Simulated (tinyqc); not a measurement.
Shallow donor in an anisotropic valley (effective-mass theory): one step. Energy of one trial function. Three cases, with inputs chosen for the exercise.

Problem. Evaluate T, V and E. Scaling both radii by f changes T to T/f^2 and V to V/f, so the best factor is f = -2T/V, with energy -V^2/(4T).

One valley: H = -c [(d2/dx2 + d2/dy2)/mt + (d2/dz2)/ml] - q/(eps r), c = hbar^2/2m0, q = e^2/(4 pi eps0). Trial function exp(-sqrt((x^2 + y^2)/a^2 + z^2/b^2)) with a > b: T = (c/3)(2/(mt a^2) + 1/(ml b^2)), V = -(q/eps) atan(u/b)/u, u = sqrt(a^2 - b^2). The central cell of the impurity is left out.

Constants: hbar^2/2m0 = 3.80998211 eV angstrom^2; e^2/(4 pi eps0) = 14.39964547 eV angstrom.

Case 1.

Values chosen (near those of a group-V donor in Si; not measured data): ml = 0.942 m0 (longitudinal mass); mt = 0.186 m0 (transverse mass); eps = 11.1 (dielectric constant); a = 21.2 angstrom (trial radius across the axis); b = 12.9 angstrom (trial radius along the axis).

Case 2.

Values chosen (near those of a group-V donor in Si; not measured data): ml = 0.885 m0 (longitudinal mass); mt = 0.192 m0 (transverse mass); eps = 11.8 (dielectric constant); a = 27.1 angstrom (trial radius across the axis); b = 15.3 angstrom (trial radius along the axis).

Case 3.

Values chosen (near those of Ge; not measured data): ml = 1.559 m0 (longitudinal mass); mt = 0.081 m0 (transverse mass); eps = 15 (dielectric constant); a = 72.3 angstrom (trial radius across the axis); b = 19.7 angstrom (trial radius along the axis).

Give: T; V; E; best scale factor; energy after scaling.

Solution.

Case 1.

T = 38.486 meV
V = -70.682 meV
E = -32.197 meV
best scale factor = 1.0890
energy after scaling = -32.454 meV

The virial ratio -V/T is 1.837; it is 2 at the best scale. Scaling gains 0.257 meV.

Case 2.

T = 24.143 meV
V = -52.968 meV
E = -28.824 meV
best scale factor = 0.9116
energy after scaling = -29.051 meV

The virial ratio -V/T is 2.194; it is 2 at the best scale. Scaling gains 0.227 meV.

Case 3.

T = 8.098 meV
V = -17.868 meV
E = -9.771 meV
best scale factor = 0.9064
energy after scaling = -9.857 meV

The virial ratio -V/T is 2.207; it is 2 at the best scale. Scaling gains 0.086 meV.

Computed by tinyqc, one run a case: `OMP_NUM_THREADS=1 python tinyqc.py N N+1 out.jsonl` with N = 1280363, 1280389, 1280586; one thread of a shared Intel(R) Xeon(R) Processor @ 2.30GHz, about 0.01 s a run at most.
